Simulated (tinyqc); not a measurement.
Inside a calculation: Franz-Keldysh effect at a direct gap. Values are carried at full precision from step to step, so a last printed digit may differ when a step is redone from the rounded ones.

Parabolic bands, vertical transitions, no excitons. For each hole band j: mr = me mj/(me + mj); joint density of states J_j(E) = (mr/c)^(3/2) sqrt(E - Eg)/(2 pi^2), both spins, c = hbar^2/2m0; averaged matrix element |e.p|^2 = m0 Ep/6; alpha_j(E) = 4 pi^2 alpha_f c Ep J_j/(3 nr E) in 1/angstrom (alpha_f the fine-structure constant, listed as alpha among the constants), times 1e8 for 1/cm.

In a field Fd (1 kV/cm = 1e-5 V/angstrom) the electro-optic energy of band j is th = (c (e Fd)^2/mr)^(1/3), and sqrt(E - Eg) in J_j is replaced by pi sqrt(th) [Ai'(b)^2 - b Ai(b)^2] with b = (Eg - E)/th; Ai is the Airy function.

Constants: hbar^2/2m0 = 3.80998211 eV angstrom^2; fine-structure constant alpha = 0.007297352564.

Inputs chosen for the exercise (near those of GaAs; not measured data):
- Eg = 1.437 eV (direct gap)
- me = 0.0656 m0 (electron mass)
- mhh = 0.478 m0 (heavy-hole mass)
- mlh = 0.0836 m0 (light-hole mass)
- Ep = 26.6 eV (Kane energy)
- nr = 3.58 (refractive index)
- Fd = 89 kV/cm (uniform field)
- E = 1.434 eV (photon energy)
- L = 33 micrometre (length of a waveguide)

## Electro-optic energy and length

For each hole band give mr, th and the length th/(e Fd).

Scales:
```
hole   mr (m0)  th (meV)  length (angstrom)
heavy  0.05768    37.401               42.0
light  0.03676    43.463               48.8
```

The light-hole pair has th larger by a factor 1.162, the cube root of the ratio of reduced masses.

## Airy factors at E

Ai is the Airy function, th the electro-optic energy of each hole band from the table (its other columns are not needed here), b = (Eg - E)/th with th in eV; the factor takes the place of sqrt(E - Eg) in the joint density of states.

Form b, Ai(b), Ai'(b) and the factor pi sqrt(th) [Ai'^2 - b Ai^2] for each band, beside sqrt(E - Eg) (zero below the gap).

Factors:
```
hole        b   Ai(b)   Ai'(b)  factor (eV^(1/2))  without field
heavy  0.0802  0.3343  -0.2577            0.03491         0.0000
light  0.0690  0.3372  -0.2580            0.03846         0.0000
```

## Absorption with and without the field

Put the factors in place of sqrt(E - Eg) in alpha_j and add the bands; a waveguide of length L changes its transmission by 4.343 (alpha(F) - alpha(0)) L dB.

alpha_j in the field (1/cm): heavy 625, light 350

alpha(F) = 975 1/cm
alpha(0) = 0 1/cm
change of loss = 14.0 dB

Below the gap the field opens a tail where this model has no absorption; excitons and band tails absorb within some 10 to 20 meV of a real edge. Excitons, which add a sharp peak at low field, are left out.

## Checks

- Airy factor at b = -40 against the zero-field limit sqrt(-b): 6.33 against 6.32.

Run: tinyqc, `OMP_NUM_THREADS=1 python tinyqc.py 1650317 1650318 out.jsonl`; Intel(R) Xeon(R) Processor @ 2.30GHz, one thread, shared host; about 0.01 s of CPU time with all checks.
